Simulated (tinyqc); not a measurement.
Worked calculation: classical Heisenberg spin chain: exact results, Metropolis, heat-bath and over-relaxation steps, and a Monte Carlo run. Computed by tinyqc, a small Python program that keeps every step. Command: `OMP_NUM_THREADS=1 python tinyqc.py 3130039 3130040 out.jsonl heismc walk`. One thread of a shared host (Intel(R) Xeon(R) Processor @ 2.30GHz), about 0.2 s of CPU time with the checks. Intermediate numbers are printed to about 6 digits and carried at full precision; extremes and crossings named in words are read from the listed rows.

E = -J sum_i s_i . s_(i+1) for unit vectors s_i on an open chain; K = J/(k_B T).

Inputs (values chosen for the exercise, for a model chain of large moments):

| quantity | value | unit |
|---|---|---|
| coupling J | 8.3 | meV |
| temperature T | 24.9 | K |
| moment mu | 3.4 | mu_B |
| length N of the open chain | 24 | - |
| seed | 563770 | - |

Update: heat bath with over-relaxation.

Constants: k_B = 8.617333262e-05 eV/K; mu_B = 5.7883818060e-05 eV/T.

## Exact results

Each bond angle is independent, so u = <s_i . s_(i+1)> = coth K - 1/K, <s_i . s_(i+n)> = u^n, correlation length xi = -1/ln|u|, energy per bond -J u, heat capacity per bond c/k_B = 1 - K^2/sinh^2 K, and for the long chain chi = mu^2 (1 + u)/(3 k_B T (1 - u)) per spin.

K = 3.86817

u = 0.742354

xi = 3.35650 sites

energy per bond = -6.16154 meV

heat capacity = 0.973842 k_B/bond

chi over the Curie value = 6.76258

chi = 0.702965 mu_B/T per spin

For |K| >> 1, |u| = 1 - 1/|K| and xi = |K| - 1/2 = 3.37: the chain orders only at T = 0, and c tends to k_B, not to zero, a failure of classical spins.

## Finite chain

For N spins, <|sum s|^2>/N = (1 + u)/(1 - u) - 2 u (1 - u^N)/(N (1 - u)^2); the long chain has (1 + u)/(1 - u), chi over the Curie value, and the difference is relative to it.

<|sum s|^2>/N = 5.83138

difference from the long chain = -13.7698 %

## Four single-spin steps

four neighbouring spins (rows; components x, y, z):
```
         1        2        3
1  -0.7237  -0.6653   0.1835
2  -0.2737   0.9185  -0.2855
3  -0.0743   0.1715  -0.9824
4  -0.1214   0.9629  -0.2411
```

random numbers, one row a step:
```
        1       2       3
1  0.5280  0.5517  0.8906
2  0.4673  0.9636  0.1638
3  0.5626  0.0371  0.2325
4  0.1405  0.5424  0.6125
```

The given spins are first normalised. Spins 2 and 3 are updated in turn, with h = K (sum of the two neighbours). Heat bath: cos(theta) = 1 + ln(1 - r1 (1 - exp(-2 |h|)))/|h| about n = h/|h|, azimuth 2 pi r2 = phi in the frame a = n x z/|n x z|, b = n x a: s = n cos(theta) + sin(theta)(a cos(phi) + b sin(phi)); r1, r2 are the first two numbers of the row. Steps 2 and 4 are reflections, s -> 2 (s . h) h/|h|^2 - s, which keep the energy and use no random number.

Steps:

| spin | \|h\| | h . s before | h . s after | move | x | y | z |
|---|---|---|---|---|---|---|---|
| 2 | 4.76716 | -0.02730 | 4.01646 | heat bath | -0.371687 | -0.830312 | -0.415248 |
| 3 | 3.21662 | 2.72376 | 2.72376 | reflection | -0.929919 | 0.098490 | -0.354332 |
| 2 | 6.79396 | 4.47231 | 5.96706 | heat bath | -0.967574 | 0.160119 | -0.195352 |
| 3 | 6.28202 | 4.94316 | 4.94316 | reflection | -0.125338 | 0.989739 | -0.068603 |

## A run and its error bars

From the ordered state (alternating for J < 0), with each spin drawn from exp(h . s), h = K x sum of neighbours, 200 sweeps are discarded and 1600 recorded (even and odd sites in turn, each heat-bath sweep followed by two sweeps of reflections; random numbers not printed, so these rows are one sample). Errors are the scatter of block means over sqrt(number of blocks).

Blocking:

| block length | mean bond product | error | <\|sum s\|^2>/N | error |
|---|---|---|---|---|
| 1 | 0.742945 | 0.00134440 | 5.88154 | 0.091972 |
| 4 | 0.742945 | 0.00158428 | 5.88154 | 0.103650 |
| 16 | 0.742945 | 0.00167583 | 5.88154 | 0.116868 |
| 40 | 0.742945 | 0.00178103 | 5.88154 | 0.121598 |
| 80 | 0.742945 | 0.00206094 | 5.88154 | 0.130669 |

With blocks of 40 the bond product is 0.3 error bars from the exact u = 0.7424, and <|sum s|^2>/N is 0.4 from the exact 5.831. Blocking to 40 changes the two errors by factors 1.3 and 1.3.

Checks made by the program: c against a difference of the energy (relative difference 1e-08).
